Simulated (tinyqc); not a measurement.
# Undoped symmetric double-gate MOSFET, analytic potential model: effect of the gate work function less that of the intrinsic body

An undoped body of thickness ts between two equal insulators and tied gates; long channel, electrons only, n = ni exp((psi - V)/Vt) with V the quasi-Fermi potential (0 at the source, Vd at the drain), constant mobility, no quantisation. Across the body psi(x) = V - 2 Vt ln[(ts/(2 beta)) sqrt(q ni/(2 eps0 eps_r Vt)) cos(2 beta x/ts)], x from the centre. Q is the electron charge per area of the whole body.

ni = sqrt(Nc Nv) exp(-Eg/(2 Vt)), Eg in volts; r = eps_r tox/(eox ts); V0 = dphi + 2 Vt ln[(2/ts) sqrt(2 eps0 eps_r Vt/(q ni))]. beta (between 0 and pi/2) solves (Vg - V0 - V)/(2 Vt) = ln(beta) - ln(cos beta) + 2 r beta tan(beta). Q = 8 eps0 eps_r Vt beta tan(beta)/ts; I = mu (1/L)(4 eps0 eps_r/ts)(2 Vt)^2 [g(beta_s) - g(beta_d)] per width, g = beta tan(beta) - beta^2/2 + r beta^2 tan^2(beta), with beta_s at V = 0 and beta_d at V = Vd.  I(low) is taken at Vg = 0.25 V, Qs and I(high) at Vg = 1 V.

Parameters, values chosen for the exercise; material values close to those of silicon: temperature T = 300 K; band gap Eg = 1.13 eV; relative permittivity of the semiconductor eps_r = 11.7; conduction-band density of states at T Nc = 2.79e19 cm^-3; valence-band density of states at T Nv = 2.63e19 cm^-3; relative permittivity of the gate insulator eox = 7.26; insulator thickness tox = 2.6 nm; body thickness ts = 10 nm; channel mobility mu = 370 cm^2/(V s); gate length L = 0.2 um; drain voltage Vd = 0.05 V.

Constants: q = 1.602176634e-19 C, kB = 1.380649e-23 J/K, Vt = kB T/q, eps0 = 8.8541878128e-14 F/cm where lengths are in cm. Results are converted to the units shown.

Effect of the gate work function less that of the intrinsic body:

| dphi (V) | V0 (V) | I(low) (nA/um) | Qs(high) (nC/cm^2) | I(high) (uA/um) |
|---|---|---|---|---|
| -0.14 | 0.3472 | 197.9 | 2589 | 229.1 |
| -0.09 | 0.3972 | 29.35 | 2365 | 208.4 |
| -0.04 | 0.4472 | 4.259 | 2142 | 187.9 |
| 0.01 | 0.4972 | 0.6160 | 1922 | 167.7 |
| 0.06 | 0.5472 | 0.08905 | 1705 | 147.8 |
| 0.11 | 0.5972 | 0.01287 | 1491 | 128.2 |
| 0.16 | 0.6472 | 0.001861 | 1281 | 109.0 |

As dphi goes from -0.14 to 0.16 V, I(low) falls from 198 to 0.00186 nA/um and I(high) falls from 229 to 109 uA/um. V0 rises from 0.347 to 0.647 V. In every row the surface density at the source at the higher gate voltage passes 0.3 Nc, where Boltzmann statistics fail.

tinyqc, about 0.01 s, one thread, Intel Xeon 2.30GHz (shared host): `OMP_NUM_THREADS=1 python tinyqc.py 2440129 2440130 out.jsonl`
